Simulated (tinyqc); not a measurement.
Weaire-Thorpe hybrids on a Bethe lattice: gap and dangling bond of an amorphous tetrahedral solid: one step. Edges. Four cases, with inputs chosen for the exercise.

Task: Bounds -V2 + V1 and V2 - 3 V1. On the tree the s-like bands are narrower: E = -V1 -/+ sqrt(V2^2 + 4 V1^2 + V1 V2 e) with e from -2 sqrt3 to 2 sqrt3 (for a crystal, -4 to 4), so the conduction edge is -V1 + sqrt(V2^2 + 4 V1^2 - 2 sqrt3 V1 V2).

Four sp3 hybrids an atom at energy 0, coupled by -V1 on the atom and by -V2 along a bond; the bonds form a tree (no rings). For any network the gap runs at least from -V2 + V1 to V2 - 3 V1, and p-like states pile up at -V2 + V1 and V2 + V1. On the tree the gap is wider: it ends at Ec = -V1 + sqrt(V2^2 + 4 V1^2 - 2 sqrt3 V1 V2), which makes it well wider than the gaps of the real glasses. A branch seen from a hybrid has the self-energy S = V2^2 g, where g is the Green function of the hybrid across the bond, whose three partners carry S themselves. With a = z - V1, b = a - S: g = 1/(a + V1 b/(b + 3 V1)), z = E + i eta. A full atom has G = (1/b)(b + 3 V1)/(b + 4 V1) per hybrid; a dangling hybrid with shift dh has G = 1/(1/g - dh).

Give: edges; gaps.

Case 1.

Values chosen (out of a larger set: of the size of tabulated hybrid energies for amorphous silicon; not measured data): V1 = 1.8 eV (coupling of two hybrids on one atom); V2 = 4.3 eV (coupling of the two hybrids of a bond).

Result:

edges (eV): Ev -2.5000, Ec(bound) -1.1000, Ec(tree) 0.3536

gaps (eV): (bound, reached in the crystal) 1.4000, (tree) 2.8536

The gap needs no periodicity, only V2 > 2 V1 (here V2/V1 = 2.389); leaving out rings widens it by 1.454 eV. Two parameters give the trend, not the value.

Case 2.

Values chosen (out of a larger set: of the size of tabulated hybrid energies for amorphous silicon; not measured data): V1 = 1.83 eV (coupling of two hybrids on one atom); V2 = 4.55 eV (coupling of the two hybrids of a bond).

Result:

edges (eV): Ev -2.7200, Ec(bound) -0.9400, Ec(tree) 0.4622

gaps (eV): (bound, reached in the crystal) 1.7800, (tree) 3.1822

The gap needs no periodicity, only V2 > 2 V1 (here V2/V1 = 2.486); leaving out rings widens it by 1.402 eV. Two parameters give the trend, not the value.

Case 3.

Values chosen (out of a larger set: of the size of tabulated hybrid energies for tetrahedral carbon; not measured data): V1 = 2.03 eV (coupling of two hybrids on one atom); V2 = 10.76 eV (coupling of the two hybrids of a bond).

Result:

edges (eV): Ev -8.7300, Ec(bound) 4.6700, Ec(tree) 5.4930

gaps (eV): (bound, reached in the crystal) 13.4000, (tree) 14.2230

The gap needs no periodicity, only V2 > 2 V1 (here V2/V1 = 5.300); leaving out rings widens it by 0.823 eV. Two parameters overstate the gap of carbon more than twofold (diamond has 5.5 eV).

Case 4.

Values chosen (out of a larger set: of the size of tabulated hybrid energies for amorphous silicon; not measured data): V1 = 1.73 eV (coupling of two hybrids on one atom); V2 = 4.55 eV (coupling of the two hybrids of a bond).

Result:

edges (eV): Ev -2.8200, Ec(bound) -0.6400, Ec(tree) 0.5952

gaps (eV): (bound, reached in the crystal) 2.1800, (tree) 3.4152

The gap needs no periodicity, only V2 > 2 V1 (here V2/V1 = 2.630); leaving out rings widens it by 1.235 eV. Two parameters give the trend, not the value.

Computed by tinyqc, one run a case: `OMP_NUM_THREADS=1 python tinyqc.py N N+1 out.jsonl` with N = 1480443, 1480719, 1480731, 1481115; one thread of a shared Intel(R) Xeon(R) Processor @ 2.30GHz, about 0.02 s a run at most.
